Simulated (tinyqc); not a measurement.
Defect equilibria of an oxide against oxygen pressure (mass action): one step, computed by the program tinyqc.

Defects: oxygen vacancies V (charge +2), electrons n, holes p, the ionic partner X = V_M'' (charge -2). Activities are taken equal to concentrations.

Question. Solution at the given pressure. Neutrality: 2 [V] + p = n + 2 [X]. With n as the unknown, [V] = K_r/(n^2 P^(1/2)), p = K_i/n, [X] = K_s/[V]; the log ratio is ln(positive/negative). The root is found by 60 bisections in ln n between n = 1e-10 and 1e25 cm^-3.

Inputs (values chosen for the exercise, for a model oxide): temperature T = 700 K; oxygen pressure P = 7e-18 atm.

Ionic disorder: Schottky, oxide MO. Dopant (singly charged, fully ionised): none.

K_r = 1.298800e+37 cm^-9 atm^(1/2)

K_i = 6.657015e+15 cm^-6

K_s = 1.528231e+22 cm^-6

Give: n; [V]; p; [X].

Answer.

n = 2.141e+15 cm^-3

[V] = 1.071e+15 cm^-3

p = 3.109 cm^-3

[X] = 1.427e+07 cm^-3
